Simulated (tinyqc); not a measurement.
Choosing the metal: Schottky barrier with interface states (Cowley-Sze model), image lowering and contact resistance. Computed by tinyqc, a small Python program. Command: `OMP_NUM_THREADS=1 python tinyqc.py 3031945 3031946 out.jsonl pinning walk`. One thread of a shared host (Intel(R) Xeon(R) Processor @ 2.30GHz), about 0.01 s of CPU time with the checks.

An n-type semiconductor under a metal. The barrier lies between the Schottky-Mott limit phi_M - chi and the Bardeen limit E_g - E_n, E_n being the neutrality level of the interface states; the space-charge term of the full Cowley-Sze expression is left out.

Inputs (values chosen for the exercise, with gap, mass and screening modelled on CdTe): gap E_g = 1.56 eV; electron affinity chi = 4.39 eV; metal work function phi_M = 4.65 eV; neutrality level E_n above the valence band = 0.747 eV; interface-state density D = 1.6e+13 cm^-2 eV^-1; dipole layer thickness delta = 0.16 nm; dipole layer constant eps_i = 1; dielectric constant eps_s = 9.84; electron mass m_e = 0.0938 m_0; valleys M_c = 1; donor density N = 2.1e+16 cm^-3; temperature T = 300 K.

Pinning factor from: interface states.

Constants: e = 1.602176634e-19 C; eps_0 = 8.8541878128e-12 F/m; k_B = 8.617333262e-05 eV/K; hbar = 1.054571817e-34 J s; m_0 = 9.1093837015e-31 kg; k_B = 1.380649e-23 J/K; h = 6.62607015e-34 J s.

Method:
- S = 1/(1 + e^2 D delta/(eps_i eps_0)); for D per eV, e^2 D is the number e x D in SI units, with 1 cm^-2 = 1e4 m^-2.
- phi_B = S (phi_M - chi) + (1 - S)(E_g - E_n); the hole barrier is E_g - phi_B.
- A* = 4 pi e m_e M_c k_B^2/h^3 (a simple valley count); J_s = A* T^2 exp(-phi/k_B T).
- E_00 = (e hbar/2) sqrt(N/(m_e eps_s eps_0)), E_0 = E_00 coth(E_00/k_B T); scaling form of the contact resistivity rho_c = (k_B/(e A* T)) exp(phi_B/E_0), which is the thermionic result when E_00 << k_B T and keeps only the leading exponential of tunnelling when E_00 >> k_B T; image lowering is left out of it.

pinning factor S = 0.683417

Bardeen barrier = 0.813 eV

E_0 = 0.0259530 eV

Against work function:
```
phi_M (eV)  Schottky-Mott (eV)  phi_B (eV)  J_0 (A/cm^2)  rho_c (ohm cm^2)
4.39                      0.00      0.2574    4.8131e+01        5.1669e-04
4.61                      0.22      0.4077    1.4343e-01        1.6951e-01
4.84                      0.45      0.5649    3.2811e-04        7.2364e+01
5.06                      0.67      0.7153    9.7774e-07        2.3740e+04
5.28                      0.89      0.8656    2.9136e-09        7.7885e+06
5.50                      1.11      1.0160    8.6821e-12        2.5551e+09
5.73                      1.34      1.1732    1.9862e-14        1.0908e+12
5.95                      1.56      1.3235    5.9186e-17        3.5785e+14
```

A span of 1.56 eV in work function moves the barrier by 1.066 eV (slope S = 0.683) and rho_c by 17.8 decades. The barrier equals its Schottky-Mott value only at phi_M = chi + E_g - E_n = 5.20 eV, where the interface states are neutral.
